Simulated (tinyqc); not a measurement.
Mass anisotropy: shallow donor in an anisotropic valley (effective-mass theory).

One valley: H = -c [(d2/dx2 + d2/dy2)/mt + (d2/dz2)/ml] - q/(eps r), c = hbar^2/2m0, q = e^2/(4 pi eps0). Trial function exp(-sqrt((x^2 + y^2)/a^2 + z^2/b^2)) with a > b: T = (c/3)(2/(mt a^2) + 1/(ml b^2)), V = -(q/eps) atan(u/b)/u, u = sqrt(a^2 - b^2). The central cell of the impurity is left out.

Constants: hbar^2/2m0 = 3.80998211 eV angstrom^2; e^2/(4 pi eps0) = 14.39964547 eV angstrom; Ry = 13.60569312 eV; a0 (Bohr radius) = 0.5291772105 angstrom.

Values chosen for the exercise (out of a larger set: near those of AlAs; not measured data):
- mt = 0.189 m0 (transverse mass)
- eps = 10.4 (dielectric constant)
- xs = (1.5, 1.9, 2.7, 6.1, 13, 30, 76, 290) (ratios ml/mt)

mt and eps fixed, ml varied. Energies in units of Ry*(mt) = Ry mt/eps^2 and lengths in a*(mt) = a0 eps/mt; the last two columns use one mass, 3/(1/ml + 2/mt) or (ml mt^2)^(1/3).

Results:
```
ml/mt   a/a*    b/a  binding  conductivity mass  density-of-states mass
1.50   0.920  0.866    1.139              1.125                   1.145
1.90   0.878  0.796    1.223              1.188                   1.239
6.10   0.722  0.529    1.654              1.386                   1.827
13.0   0.652  0.407    1.935              1.444                   2.351
30.0   0.594  0.305    2.230              1.475                   3.107
76.0   0.547  0.222    2.525              1.490                   4.236
290    0.502  0.141    2.877              1.497                   6.619
```

Give the missing row, ml/mt = 2.70.

Computed row:
```
ml/mt   a/a*    b/a  binding  conductivity mass  density-of-states mass
2.70   0.824  0.703    1.350              1.266                   1.392
```

The binding grows from 1.14 to 2.88 Ry*(mt); for ml going to infinity the exact problem becomes two-dimensional, with 4 Ry*. The conductivity mass saturates at 1.5 and underbinds, by 16 % at ml/mt = 6.1; the density-of-states mass errs by +10 % there and by +130 % in the last row. With these mt and eps one unit is 23.77 meV.

tinyqc: `OMP_NUM_THREADS=1 python tinyqc.py 1251366 1251367 out.jsonl`; about 0.01 s, one thread, shared Intel(R) Xeon(R) Processor @ 2.30GHz.
